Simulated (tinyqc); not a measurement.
On-chip power grid, static voltage drop by conjugate gradients: one step of the calculation.

A grid of 4 rows and 4 columns, node k = 4 row + column. Neighbours in a row are joined by Rx, in a column by Ry; pad nodes, which reach the supply through Rp: 0, 15. Each node draws I0, node 9 draws kh I0. The drops u = Vdd - V solve G u = i, with G the conductance matrix (1/Rp added on the diagonal at pad nodes).

Question. Worst drop, pad currents and power lost. Pad current u/Rp; worst drop as a share of Vdd; power lost in the grid and pads sum_k i_k u_k; power delivered sum_k i_k (Vdd - u_k).

Values chosen for this exercise: supply voltage Vdd = 0.7 V; resistance from a pad node to the supply Rp = 0.095 ohm; load current of an ordinary node I0 = 2.1 mA; factor on the load at the hot node kh = 1.

converged u (mV):
```
	col 0	col 1	col 2	col 3
row 0	1.596000	10.645366	14.986071	16.677659
row 1	11.953286	14.134326	15.479333	15.778151
row 2	15.778151	15.479333	14.134326	11.953286
row 3	16.677659	14.986071	10.645366	1.596000
```

Give: worst drop; share of Vdd; pad currents; power lost; power delivered.

Answer.

worst drop = 16.678 mV
share of Vdd = 2.3825 %
pad currents (mA): node 0 16.800, node 15 16.800
power lost = 0.42525 mW
power delivered = 23.095 mW

The pad currents add up to the total load, 33.60 mA. The worst drop is at node 3 and 12.

Computed by the program tinyqc: `OMP_NUM_THREADS=1 python tinyqc.py 2770123 2770124 out.jsonl`, one thread of a shared Intel Xeon 2.30GHz, about 0.1 s for the whole run.
